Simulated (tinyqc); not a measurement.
Chemical shift by three methods: effective-mass impurity with a central-cell term, in a basis of Slater functions. Computed by tinyqc, a small Python program. Command: `OMP_NUM_THREADS=1 python tinyqc.py 3006201 3006202 out.jsonl centralcell walk`. One thread of a shared host (Intel(R) Xeon(R) Processor @ 2.30GHz), about 0.01 s of CPU time with the checks.

The envelope obeys H = -nabla^2 - (2/r) [Z + A exp(-kappa r)] in effective units, with kappa = a*/lambda; positive A deepens the well near the core.

Inputs (values chosen for the exercise, with mass and screening modelled on InAs): effective mass m = 0.025 m_0; dielectric constant eps = 14.6; charge Z of the core = 1; central-cell strength A = 10; central-cell range lambda = 2.1 angstrom.

Impurity: donor, one isotropic band.

Constants: Ry = 13.605693123 eV; a_0 = 0.529177210903 angstrom.

Method:
- Units: Ry* = Ry m/eps^2 and a* = a_0 eps/m, with m in m_0.
- kappa = a*/lambda; the hydrogenic ground state is bound by Z^2 Ry*.
- For s functions exp(-zeta r), with s = zeta_i + zeta_j: S = 2/s^3, T = zeta_i zeta_j S, V = -2 Z/s^2, W = -2 A/(s + kappa)^2; each function is normalised by dividing by sqrt(S_ii S_jj).
- Large basis: zeta_i = 0.06 x 1.6^(i-1), i = 1..22, same formulas; for p functions r exp(-zeta r): S = 24/s^5, T = zeta_i zeta_j S (centrifugal term included), V = -12 Z/s^4, W = -12 A/(s + kappa)^4; overlap eigenvalues below 1e-11 are dropped.
- First order: shift = 8 A Z^3/(2 Z + kappa)^2 Ry*. One exponent: minimise zeta^2 - 2 Z zeta - 8 A zeta^3/(2 zeta + kappa)^2 by golden section on 0.2 to 6 Z. All shifts are the binding beyond Z^2 Ry*.

kappa = 147.162 1/a*

Ry* = 1.59571 meV

hydrogenic binding energy = 1.59571 meV

Shift of the 1s binding energy (meV):
```
A      first order  one exponent  large basis
-10.0   -0.0057376    -0.0056925   -0.0053325
-5.0    -0.0028688    -0.0028575   -0.0027634
1.0      0.0005738     0.0005742    0.0005782
2.5      0.0014344     0.0014373    0.0014625
5.0      0.0028688     0.0028803    0.0029837
10.0     0.0057376     0.0057837    0.0062188
12.5     0.0071720     0.0072442    0.0079420
```

The three columns are ordered, first order <= one exponent <= large basis, since each is a variational bound with more freedom. At the largest attractive A first order gives 90 % and one exponent 91 % of the shift; at the most repulsive A the true shift is -0.005 meV against -0.006. Attraction pulls the envelope in and feeds itself, repulsion pushes it out and saturates.

Extremes, crossings and ranges named in words are read from the listed rows.
